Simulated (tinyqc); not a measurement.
# Metal-interlayer-semiconductor contact, depinning against tunnelling resistance: two studies

Zero bias, n-type semiconductor. Gap states at the semiconductor surface thin out as exp(-be ti), which unpins the barrier; electrons must then cross the interlayer (a rectangular barrier, no voltage drop across it) and the parabolic depleted layer, both by WKB. Energies E are counted from the Fermi level; no image force, parabolic bands.

Values chosen for this exercise; semiconductor values close to those of gallium arsenide; interlayer mass of the order of that in strontium titanate, offset chosen freely: temperature T = 300 K; band gap Eg = 1.4 eV; relative permittivity eps_r = 12.9; electron affinity chi = 4.18 eV; conduction-band density of states at T Nc = 4.4e17 cm^-3; tunnelling mass in the semiconductor mt = 0.0645 m0; Richardson mass mA = 0.0653 m0; donor density Nd = 2.6e19 cm^-3; charge-neutrality level above the valence band E0 = 0.51 eV; pinning factor without interlayer S0 = 0.096; metal work function phiM = 4.14 eV; interlayer thickness ti = 0.3 nm; conduction-band offset of the interlayer above the semiconductor dE = 0.14 eV; tunnelling mass in the interlayer mi = 0.62 m0; decay constant of gap states through the interlayer be = 5 1/nm.

Constants: q = 1.602176634e-19 C, kB = 1.380649e-23 J/K, eps0 = 8.8541878128e-12 F/m, hbar = 1.054571817e-34 J s, h = 6.62607015e-34 J s, m0 = 9.1093837015e-31 kg, Vt = kB T/q, hbar^2/(2 m0) = 0.0380998212 eV nm^2. Results are converted to the units shown.

Each table varies one quantity; the others keep the values above.

## Contact resistivity against the interlayer thickness

S = 1/(1 + (1/S0 - 1) exp(-be ti)); phiB = S (phiM - chi) + (1 - S)(Eg - E0); xi = Ec - EF deep inside, from Nd = Nc F(-xi/Vt), F(x) = (2/sqrt(pi)) int_0^infinity sqrt(u) du/(1 + exp(u - x)); band bending U = phiB - xi; E00 = (hbar/2) sqrt(Nd/(eps0 eps_r mt m0)) in volts; A = 4 pi q mA m0 kB^2/h^3. With U = phiB - xi: for xi < E < phiB, y = (E - xi)/U and G1 = (U/E00) [sqrt(1 - y) - y ln((1 + sqrt(1 - y))/sqrt(y))], G1 = 0 above phiB; G2 = 2 ti sqrt(mi max(phiB + dE - E, 0)/C), C = hbar^2/(2 m0); f = 1/(1 + exp(E/Vt)); 1/rho_c = (A T^2/Vt^2) times the integral of exp(-G1 - G2) f over E from xi upwards. Shares under 0.001 % are printed as 0; rows without band bending are left out.

The same in every row: E00/Vt = 4.01.

Results:
```
ti (nm),S,phiB (eV),rho_c (ohm cm^2),rho_c with G2 = 0 (ohm cm^2),peak of the integrand (eV),share above phiB (%)
0,0.0960,0.801,1.18e-6,1.18e-6,-0.0248,0
0.4,0.440,0.481,1.48e-6,1.04e-7,-0.0242,0
0.6,0.681,0.257,5.86e-7,2.18e-8,-0.0247,0.0159
0.8,0.853,0.0968,2.94e-7,8.28e-9,-0.0235,2.32
1,0.940,0.0155,2.47e-7,5.49e-9,-0.0198,23.6
1.2,0.977,-0.0188,2.83e-7,4.74e-9,-0.0176,50.9
1.4,0.991,-0.0321,3.70e-7,4.50e-9,0.108,67.7
1.6,0.997,-0.0371,4.99e-7,4.41e-9,0.103,78.4
```

Estimate the missing row, ti = 0.2 nm.

Computed row:
```
ti (nm),S,phiB (eV),rho_c (ohm cm^2),rho_c with G2 = 0 (ohm cm^2),peak of the integrand (eV),share above phiB (%)
0.2,0.224,0.682,2.12e-6,4.68e-7,-0.0239,0
```

With this row back in the table: As ti goes from 0 to 1.6, phiB falls from 0.801 to -0.0371 eV and rho_c moves up and down between 2.47e-7 and 2.12e-6 ohm cm^2. At ti = 1 nm rho_c is 4.80 times lower than without interlayer, although thinner layers first raise it; beyond that thickness tunnelling through the layer dominates. The ratio of rho_c to its value with G2 = 0 runs from 1.00 to 113.

## Contact resistivity against the metal work function

Same model as above.

The same in every row: S = 0.322; E00/Vt = 4.01; share above phiB (%) = 0.

Results:
```
phiM (eV),phiB (eV),rho_c (ohm cm^2),rho_c with G2 = 0 (ohm cm^2),peak of the integrand (eV)
4.08,0.571,1.68e-6,2.01e-7,-0.0242
4.48,0.700,5.28e-6,5.38e-7,-0.0223
4.68,0.764,9.45e-6,8.88e-7,-0.0214
4.88,0.829,1.69e-5,1.48e-6,-0.0206
5.08,0.893,3.05e-5,2.47e-6,-0.0199
5.28,0.958,5.51e-5,4.15e-6,-0.0192
```

Estimate the missing row, phiM = 4.28 eV.

Computed row:
```
phiM (eV),phiB (eV),rho_c (ohm cm^2),rho_c with G2 = 0 (ohm cm^2),peak of the integrand (eV)
4.28,0.635,2.97e-6,3.28e-7,-0.0232
```

With this row back in the table: As phiM goes from 4.08 to 5.28, phiB rises from 0.571 to 0.958 eV and rho_c rises from 1.68e-6 to 5.51e-5 ohm cm^2. The ratio of rho_c to its value with G2 = 0 runs from 8.33 to 13.3.

Program tinyqc, `OMP_NUM_THREADS=1 python tinyqc.py 2270035 2270036 out.jsonl`; Intel Xeon 2.30GHz, shared host, one thread, about 0.02 s.
